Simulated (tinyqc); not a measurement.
## Film and buried-oxide thickness from two coupling ratios

Problem. In a depleted film -dVT/dVb is k1 = Cs Cbox/(Cox (Cs + Cbox)) for a front channel and k2 = Cbox (Cox + Cs)/(Cox Cs) for a back channel, with Cox = eps0 eox/tox, Cs = eps0 eps_r/ts, Cbox = 3.9 eps0/tb. Find ts and tb.

Values chosen for this exercise; band and dielectric values close to those of silicon:
- eps_r = 11.7 (relative permittivity)
- eox = 21.8 (relative permittivity of the gate insulator (close to hafnium oxide))
- tox = 5.7 nm (insulator thickness)

coupling ratios for a front and a back channel: 0.012168553  0.034386887

Solution. With y = Cox/Cs and z = Cox/Cbox, 1/k1 = y + z and k2 = (1 + y)/z, so y = (k2/k1 - 1)/(1 + k2); the thicknesses follow from y and z.

ts = 5.40 nm
tb = 82.0 nm

Computed by the program tinyqc: `OMP_NUM_THREADS=1 python tinyqc.py 2190161 2190162 out.jsonl`, one thread of a shared Intel Xeon 2.30GHz, about 0.5 s for the whole run.
